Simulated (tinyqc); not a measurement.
Tight binding, kagome lattice, step by step. Computed by tinyqc, a small Python program that keeps every step. Settings: t1 = 1.84, t2 = 1.84, delta = 0.73, bands filled = 2. Command: `OMP_NUM_THREADS=1 python tinyqc.py 20642 20643 out.jsonl` (the two numbers bound the seeds that draw the settings). One thread of a shared host (Intel(R) Xeon(R) Processor @ 2.60GHz), about 0.01 s of CPU time with the checks.

## Bloch Hamiltonian at k

Parameters chosen for this model:
```
parameter     value                unit
t1         1.840000    eV, up triangles
t2         1.840000  eV, down triangles
delta      0.730000        eV on site C
```

k point k (fractions of the reciprocal vectors): [0.190000, 0.030000]

H_AB = -t1 - t2 exp(-i k.a1), H_AC = -t1 - t2 exp(-i k.a2), H_BC = -t1 - t2 exp(i k.(a1 - a2)), H_CC = delta.

H(k) at k (eV), order A, B, C:
```
[[0.000000, -2.517349+1.710789i, -3.647409+0.344782i],
 [-2.517349-1.710789i, 0.000000, -2.825921-1.553563i],
 [-3.647409-0.344782i, -2.825921+1.553563i, 0.730000]]
```

## Levels at k

Diagonalise the Hermitian matrix.

eigenvalues (eV): [-6.383662, 2.986279, 4.127383]

weights |c|^2 of the basis functions, order A, B, C:
```
[[0.355494, 0.342451, 0.302055],
 [0.324799, 0.625191, 0.050011],
 [0.319707, 0.032359, 0.647934]]
```

## Bloch Hamiltonian at K

k point K (fractions of the reciprocal vectors): [0.333333, 0.666667]

As before.

H(k) at K (eV), order A, B, C:
```
[[0.000000, -0.920000+1.593487i, -0.920000-1.593487i],
 [-0.920000-1.593487i, 0.000000, -0.920000+1.593487i],
 [-0.920000+1.593487i, -0.920000-1.593487i, 0.730000]]
```

## Levels at K

As before.

eigenvalues (eV): [-1.840000, -1.375681, 3.945681]

weights |c|^2 of the basis functions, order A, B, C:
```
[[0.500000, 0.197852, 0.302148],
 [0.500000, 0.197852, 0.302148],
 [0.000000, 0.604297, 0.395703]]
```

## Bands along a path

The same steps at evenly spaced points between the labelled ones.

Bands along the path (eV):
```
k             band 1     band 2    band 3
G          -7.127152   3.680000  4.177152
G-K 0.33   -6.277809   3.120312  3.887497
G-K 0.67   -4.139512   0.994966  3.874547
K          -1.840000  -1.375681  3.945681
K-M 0.33   -2.484369  -0.782938  3.997308
K-M 0.67   -3.113031  -0.200675  4.043706
M          -3.333057          0  4.063057
M-K' 0.33  -3.113031  -0.200675  4.043706
M-K' 0.67  -2.484369  -0.782938  3.997308
K'         -1.840000  -1.375681  3.945681
```

With 2 band(s) filled, the highest filled level on these points lies at G and the lowest empty one at G-K 0.67: a gap of 0.1945 eV, indirect.
